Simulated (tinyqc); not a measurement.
What moves the results: three-level Kane dispersion of a narrow-gap semiconductor. A value that a table varies takes the place of the one given here.

Zero of energy at Gamma8, c = hbar^2/2m0, P^2 = Ep c. The free-electron term and remote bands are left out, so the heavy holes are flat at E = 0 and the other three bands obey E (E - Eg)(E + Dso) = P^2 k^2 (E + 2 Dso/3). The conduction band is the highest root; its edge is Ec = max(Eg, 0).

Degenerate electrons at T = 0: kF = (3 pi^2 n)^(1/3), 1 cm^-3 = 1e-24 angstrom^-3; EF is the highest root at kF. The momentum (cyclotron, optical) mass is m(E) = hbar^2 k/(dE/dk) = c d(k^2)/dE with d(k^2)/dE = k^2 [1/E + 1/(E - Eg) + 1/(E + Dso) - 1/(E + 2 Dso/3)]; the density of states is k d(k^2)/dE/(2 pi^2).

Edge mass m0* = 3 |Eg|/(2 Ep).
Constants: hbar^2/2m0 = 3.80998211 eV angstrom^2.

Parameters, chosen for this exercise (near those of grey Sn; the results hold for these values, not for the real material): Eg = -0.407 eV (E(Gamma6) - E(Gamma8)); Dso = 0.83 eV (spin-orbit splitting); Ep = 22.3 eV (Kane energy); k = 0.015 1/angstrom (wave vector); n = 1.8e+16 cm^-3 (electron density).

## Filling the band

n from 1e15 to 1e19 cm^-3. The last column is the local power d ln(EF - Ec)/d ln n = kF^2/(1.5 (EF - Ec) d(k^2)/dE).

Results:
```
n (cm^-3)  kF (1/angstrom)  EF - Ec (meV)  parabolic (meV)   m(EF)  m(EF)/m0*  power
1.0e+15            0.00309            1.3              1.3  0.0275       1.00  0.665
1.0e+16            0.00667            6.1              6.2  0.0280       1.02  0.659
3.0e+16            0.00961           12.6             12.9  0.0286       1.05  0.652
1.0e+17            0.01436           27.3             28.7  0.0301       1.10  0.636
3.0e+17            0.02071           54.3             59.7  0.0328       1.20  0.612
1.0e+18            0.03094          110.9            133.2  0.0383       1.40  0.572
3.0e+18            0.04462          203.0            277.1  0.0471       1.72  0.529
1.0e+19            0.06665          372.7            618.2  0.0629       2.30  0.481
```

The power falls from 0.665 to 0.481: 2/3 marks a parabola, 1/3 a linear band. The parabola is within 10 % up to n = 3.0e+17 cm^-3. The mass has doubled by n = 1.0e+19 cm^-3 and ends at 2.3 times its edge value. Side valleys are left out; where they lie low (GaSb, grey Sn: about 0.1 eV) they take the electrons long before the last rows.

## Closing and inverting the gap

Eg is varied at fixed k, Dso and Ep. Edge mass: Eg (Eg + Dso)/(Ep (Eg + 2 Dso/3)) for Eg > 0, 3 |Eg|/(2 Ep) for Eg < 0. The Gamma6 weight of the conduction state is 1/(1 + P^2 k^2 [(2/3)/E^2 + (1/3)/(E + Dso)^2]).

Results:
```
Eg (eV)      m0*  highest root (eV)  middle (eV)  lowest (eV)  E - Ec (meV)  Gamma6 weight
-0.400   0.02691             0.0301      -0.4153      -0.8448          30.1          0.067
-0.200   0.01345             0.0521      -0.2419      -0.8402          52.1          0.175
-0.080   0.00538             0.0821      -0.1536      -0.8386          82.1          0.345
-0.020   0.00135             0.1065      -0.1185      -0.8379         106.5          0.469
0.020    0.00133             0.1270      -0.0994      -0.8376         107.0          0.556
0.080    0.00515             0.1641      -0.0770      -0.8371          84.1          0.676
0.200    0.01226             0.2557      -0.0495      -0.8362          55.7          0.833
0.400    0.02314             0.4344      -0.0292      -0.8352          34.4          0.933
```

The edge mass vanishes with |Eg| from both sides, yet the kinetic energy at this k stays finite, at most 107.0 meV in the table; at Eg = 0 the two-level form, without the split-off band, gives the linear value sqrt(2/3) P k = 112.9 meV. The Gamma6 weight of the conduction state goes smoothly from 0.07 to 0.93 and is 0.47 and 0.56 in the two rows next to Eg = 0: at finite k nothing jumps at the inversion.

## What each parameter does

Edge mass, EF - Ec and m(EF). Each row changes one parameter from the base and keeps the others.

Results:
```
case               m0* (m0)  EF - Ec (meV)  m(EF) (m0)
base                0.02738           9.00     0.02829
n = 3.6e+16 cm^-3   0.02738          14.15     0.02881
Eg = -0.3459 eV     0.02327          10.51     0.02438
Dso = 0.9545 eV     0.02738           8.99     0.02833
Ep = 25.645 eV      0.02381          10.32     0.02471
```

The largest shifts from the base row, up to three for each result and ties (the steps differ in size, so this ranks the rows, not the parameters). m0* (m0): Eg -0.00411, Ep -0.00357; unchanged at the printed digits by n and Dso. EF - Ec (meV): n +5.15, Eg +1.51, Ep +1.32. m(EF) (m0): Eg -0.00391, Ep -0.00357, n +0.00052.

tinyqc: `OMP_NUM_THREADS=1 python tinyqc.py 1081404 1081405 out.jsonl`; about 0.01 s, one thread, shared Intel(R) Xeon(R) Processor @ 2.30GHz.
